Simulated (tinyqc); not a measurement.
A periodic Ge profile (wiggle well): inter-valley coupling by envelope functions against a chain of atomic planes.

Chain: E(phi) = e0 + 2 v cos(phi) + 2 u cos(2 phi), cos(phi0) = -v/(4u), e0 = 2u + v^2/(4u); plane j = 0, 1, ... has the potential V_j = dE x_j + F (j - 30) a/4 (1 MV/m = 1e-4 V/angstrom). There are 30 barrier planes a side; with y = j - 29.5, x_j = xb (f(y) + f(Nw - y)), f(y) = 1/(1 + exp(y/L)), plus any Ge added in the well. The valley splitting is the spacing of the two lowest levels. Envelope theory: F_j solves a one-valley chain with hopping -b and diagonal 2b + V_j, b = 4u sin^2(phi0), sum F_j^2 = 1; the valleys couple by Dv = sum_j F_j^2 V_j exp(-2 i phi0 j) and split by 2|Dv|.

Inputs chosen for the exercise (near those of the Delta valleys of silicon in a SiGe well; shifted at random, so the results belong to these values and not to a real crystal):
```
symbol  value  unit      meaning
a       5.431  angstrom  lattice constant; planes lie a/4 apart
u       0.599  eV        second-neighbour hopping
v       0.721  eV        nearest hopping
Nw      39               planes in the well
L       0.75   planes    interface width
xb      0.35             Ge fraction of the barriers
dE      0.61   eV        offset per unit Ge fraction
F       5      MV/m      field
xw      0.01             mean Ge fraction of the wiggle
```

periods (planes): pi/phi0 1.67422, pi/(pi - phi0) 2.48320

Added fraction xw (1 - cos(2 pi (j - 30)/p)) on the well planes; p = f times the resonant period pi/(pi - phi0). At resonance the estimate is dE xw.

Against period:
```
f     p (planes)  mean of the doublet (meV)  splitting, chain (micro-eV)  envelope
0.90      2.2349                      28.73                          385       415
0.95      2.3590                      28.66                         3313      3438
0.98      2.4335                      28.76                         5488      5547
0.99      2.4584                      28.79                         5883      5899
1.00      2.4832                      28.80                         6036      6011
1.01      2.5080                      28.79                         5947      5890
1.02      2.5329                      28.77                         5646      5568
1.05      2.6074                      28.67                         3908      3802
1.10      2.7315                      28.68                         1018       942
1.50      3.7248                      28.79                           29        25
3.00      7.4496                      28.81                           20        21
```

The splitting peaks at f = 1 with 6.04 meV, against the estimate dE xw = 6.10 meV, and is 0.91 and 0.94 of the value at f = 1 two per cent off to either side: the width of the resonance is set by the number of periods under the envelope. At f = 3 it is 20 micro-eV. The chain has one orbital a plane and knows only this resonance; longer periods that work through other bands are outside it.

(tinyqc, `OMP_NUM_THREADS=1 python tinyqc.py 1452395 1452396 out.jsonl`, Intel(R) Xeon(R) Processor @ 2.30GHz, 1 thread, shared host, about 0.04 s.)
